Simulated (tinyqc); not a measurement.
Worked calculation: gas flow in a process chamber: flow regimes, conductance, effective pumping speed, pump-down, outgassing and purge. Computed by tinyqc, a small Python program that keeps every step. Command: `OMP_NUM_THREADS=1 python tinyqc.py 3120615 3120616 out.jsonl pump walk`. One thread of a shared host (Intel(R) Xeon(R) Processor @ 2.30GHz), about 0.06 s of CPU time with the checks. Intermediate numbers are printed to about 5 digits and carried at full precision; extremes and crossings named in words are read from the listed rows.

Ideal gas, isothermal flow, a pump of constant speed at the end of a round pipe; process gas, volume gas and outgassing are given the same properties. 1 sccm = 101325 Pa x 1e-6 m^3/60 s x T/273.15 K.

Inputs (values chosen for the exercise, modelled on water vapour near room temperature): molar mass M = 18.02 g/mol; molecular diameter = 0.46 nm; viscosity eta = 9.9 micropascal s; temperature T = 300 K; chamber volume V = 68 L; wall area = 0.76 m^2; pipe diameter d = 4 cm; pipe length l = 41 cm; pump speed S = 12 L/s; process gas flow = 7.9 sccm; outgassing rate after 1 h = 7.6e-06 Pa m^3/(s m^2); outgassing exponent n = 1; starting pressure p0 = 1500 Pa; target base pressure = 0.0009 Pa.

Constants: k_B = 1.380649e-23 J/K; u = 1.6605390666e-27 kg.

## Molecular flow

Mean speed c = sqrt(8 k_B T/(pi m)); aperture conductance C_a = c pi d^2/16; molecular pipe C_m = C_a/(1 + 3 l/(4 d)) (Dushman form); viscous pipe C_v = pi d^4 p_mean/(128 eta l); Knudsen interpolation C = C_v + C_m (1 + x)/(1 + 1.24 x), x = d p_mean sqrt(m/(k_B T))/eta. Effective speed 1/S_eff = 1/S + 1/C_m; time constant V/S_eff; pressure at which the free path k_B T/(sqrt2 pi d_m^2 p) equals d.

mean speed c = 593.70 m/s

C_a = 186.52 L/s

C_m = 21.470 L/s

S_eff in molecular flow = 7.6976 L/s

time constant = 8.8339 s

pressure where the free path equals d = 0.11014 Pa

The pipe passes on 64 % of the pump speed.

## Process pressure

Steady flow: the pump inlet is at p_2 = Q/S, and the chamber pressure p_1 solves Q = C((p_1 + p_2)/2) (p_1 - p_2). Residence time = p_1 V/Q. Knudsen number = free path at the mean pressure over d.

throughput Q = 14.653 Pa L/s

p_2 = 1.2210 Pa

chamber pressure p_1 = 1.5938 Pa

conductance C = 39.309 L/s

residence time = 7.3966 s

Knudsen number = 0.078260

The flow in the pipe is transitional.

## Purging a well-mixed chamber

With steady flow a contaminant decays as exp(-t/residence time); gas used = flow x time.

time to dilute 1e3 times = 51.094 s

time to dilute 1e6 times = 102.19 s

gas used for 1e6 = 13.455 standard cm^3

## Pump-down curve

Pump-down: V dp/dt = -S_eff(p) p + q(t) A, with S_eff = S p_2/p, where p_2 solves C((p + p_2)/2) (p - p_2) = S p_2 at each moment, and q(t) = q_1 (1 h/(t + 10 s))^n; integrated adaptively. At long times p = q(t) A/S_eff. S_eff(p) is tabulated at 260 pressures and interpolated in ln p. Comparison columns: p0 exp(-t/time constant) with the molecular S_eff (0 below 1e-26 p0), and the outgassing limit.

Pressure against time:
```
t (s)       p (Pa)  S_eff (L/s)  volume gas only (Pa)  outgassing limit (Pa)
0.3     1.4227e+03       11.993            1.4499e+03             2.6226e-01
1       1.2575e+03       11.993            1.3395e+03             2.4557e-01
3       8.8381e+02       11.989            1.0681e+03             2.0779e-01
10      2.5759e+02       11.964            4.8358e+02             1.3507e-01
30      8.2888e+00       11.056            5.0261e+01             6.7533e-02
100     2.9131e-02        7.614            1.8192e-02             2.4557e-02
300     9.0199e-03        7.664            2.6758e-12             8.7139e-03
1000    2.7023e-03        7.686                     0             2.6746e-03
3600    7.5044e-04        7.694                     0             7.4829e-04
20000   1.3507e-04        7.697                     0             1.3500e-04
100000  2.7013e-05        7.697                     0             2.7010e-05
```

From t = 100 s on the pressure is within 20 % of the outgassing limit, which falls only as (t + 10 s)^-1: walls, not volume, set the time to base pressure. Early on viscous flow raises S_eff to 12.0 L/s, 1.6 times its molecular value.

## Time to base pressure

From the outgassing limit: t = 1 h x (q_1 A/(S_eff p_target))^(1/n) - 10 s; monolayer time at the target = 1e19 m^-2 x 4 k_B T/(p c) for unit sticking.

time to the target = 0.83096 h

monolayer time = 0.31006 s

Checks made by the program: throughput from C and the pressure drop (relative difference 1e-10).
